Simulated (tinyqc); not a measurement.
Inside a calculation. Method: Hubbard ring of 3 sites. One step of it, computed by the program tinyqc.

Task: The many-body Hamiltonian. Basis: all placements (u, d, 2, 0 on each site), up operators ordered before down ones; hops carry the sign of the same-spin electrons passed.

one-body matrix (hopping and site energies) (eV), order 1, 2, 3:
```
[[0.000000, -1.930000, -1.930000],
 [-1.930000, 0.000000, -1.930000],
 [-1.930000, -1.930000, 0.000000]]
```

U = 8.900000 eV

electrons, up and down: [2, 1]

Give: H.

Result:

H (eV), order 2u0, u20, uud, 20u, udu, u02, duu, 02u, 0u2:
```
[[8.9000, -1.9300, -1.9300, -1.9300, 0.0000, 0.0000, 1.9300, 0.0000, 0.0000],
 [-1.9300, 8.9000, -1.9300, 0.0000, -1.9300, 0.0000, 0.0000, 1.9300, 0.0000],
 [-1.9300, -1.9300, 0.0000, 0.0000, 0.0000, -1.9300, 0.0000, 0.0000, 1.9300],
 [-1.9300, 0.0000, 0.0000, 8.9000, -1.9300, -1.9300, -1.9300, 0.0000, 0.0000],
 [0.0000, -1.9300, 0.0000, -1.9300, 0.0000, -1.9300, 0.0000, -1.9300, 0.0000],
 [0.0000, 0.0000, -1.9300, -1.9300, -1.9300, 8.9000, 0.0000, 0.0000, -1.9300],
 [1.9300, 0.0000, 0.0000, -1.9300, 0.0000, 0.0000, 0.0000, -1.9300, -1.9300],
 [0.0000, 1.9300, 0.0000, 0.0000, -1.9300, 0.0000, -1.9300, 8.9000, -1.9300],
 [0.0000, 0.0000, 1.9300, 0.0000, 0.0000, -1.9300, -1.9300, -1.9300, 8.9000]]
```
